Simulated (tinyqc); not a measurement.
From results back to parameters: interface roughness in a thin film (subband fluctuation and scattering). Three cases, with inputs chosen for the exercise.

Problem. The screened mobility was computed from a hidden rms height D.

Gaussian roughness spectrum S(q) = pi D^2 Lc^2 exp(-q^2 Lc^2/4). Degenerate gas, taken to fill one subband (the second starts to fill once c kF^2/md exceeds E2 - E1, which is not tested here): kF = sqrt(2 pi Ns/gv), q = 2 kF sin(theta/2), 1/tau = (md/(2 pi c hbar)) G^2 times the integral from 0 to pi of S(q)(1 - cos theta)/eps(q)^2 dtheta, eps(q) = 1 + qs/q with screening (qs = gv md q0/(c eps), q0 = e^2/(4 pi eps0), form factors left out, which overstates the screening; other scattering is left out too, so these values lie far above measured mobilities in all but the thinnest films) or 1 without; mobility = tau c2/md with c2 = e/m0 = 1.75882e15 cm^2/(V s^2); 1e12/cm^2 = 1e-4/angstrom^2.

Constants: hbar^2/2m0 = 3.80998211 eV angstrom^2; hbar = 6.58211957e-16 eV s; e^2/(4 pi eps0) = 14.39964547 eV angstrom.

Case 1.

Values chosen (near those of a thin InGaAs channel; shifted at random, so the results belong to these values and not to a real crystal): md = 0.045 m0 (mass in the plane); gv = 1 (valleys); Lc = 20 angstrom (correlation length); Ns = 2.9 x 1e12/cm^2 (sheet density); eps = 10.5 (mean dielectric constant at the channel).

G = |dE1/dt| = 1.8061 meV/angstrom
mobility = 204450 cm^2/(V s)

Case 2.

Values chosen (near those of a thin GaN channel; shifted at random, so the results belong to these values and not to a real crystal): md = 0.202 m0 (mass in the plane); gv = 1 (valleys); Lc = 20 angstrom (correlation length); Ns = 2.7 x 1e12/cm^2 (sheet density); eps = 9.9 (mean dielectric constant at the channel).

G = |dE1/dt| = 3.0699 meV/angstrom
mobility = 24128.2 cm^2/(V s)

Case 3.

Values chosen (near those of a thin GaN channel; shifted at random, so the results belong to these values and not to a real crystal): md = 0.194 m0 (mass in the plane); gv = 1 (valleys); Lc = 34 angstrom (correlation length); Ns = 5.5 x 1e12/cm^2 (sheet density); eps = 9.7 (mean dielectric constant at the channel).

G = |dE1/dt| = 5.8548 meV/angstrom
mobility = 27125.4 cm^2/(V s)

Find: mobility for D = 1 angstrom; D.

Solution. The mobility goes as 1/D^2, so D is the square root of the ratio. One value fixes only D^2 times a function of Lc; a second density is needed to part the two.

Case 1.

mobility for D = 1 angstrom = 2.799e+06 cm^2/(V s)
D = 3.70 angstrom

Case 2.

mobility for D = 1 angstrom = 1.390e+05 cm^2/(V s)
D = 2.40 angstrom

Case 3.

mobility for D = 1 angstrom = 8.789e+04 cm^2/(V s)
D = 1.80 angstrom

Computed by tinyqc, one run a case: `OMP_NUM_THREADS=1 python tinyqc.py N N+1 out.jsonl` with N = 1252728, 1252740, 1252754; one thread of a shared Intel(R) Xeon(R) Processor @ 2.30GHz, about 0.01 s a run at most.
